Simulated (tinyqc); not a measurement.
Inside a calculation. Method: plane-wave Kohn-Sham cycle with exchange-only LDA in a layered model solid. One step of it, computed by the program tinyqc.

Task: Iteration 2: Hamiltonian at one k. H(m,m') = (k + G_m)^2/2 delta + V(G_m - G_m'), with V(-G) = V(G).

A solid whose potential varies along x alone (atomic units):
```
parameter                      value
period a                    7.400000
cross-section of the cell  13.000000
electrons per cell                 4
grid points                       16
plane waves -n..n, n               2
k points                           2
V1 in V1 cos(2 pi x/a)     -0.400000
```

V(G_m), m = 0, 1, 2, ... (hartree): -0.339184  -0.107386  -0.001171  0.000104  -0.000003

k = 0.250000 2 pi / a

Give: H.

Result:

H (hartree), lower triangle:
```
        -2      -1      +0      +1     +2
-2   0.765
-1  -0.107  -0.136
+0  -0.001  -0.107  -0.317
+1   0.000  -0.001  -0.107   0.224
+2   0.000   0.000  -0.001  -0.107  1.486
```
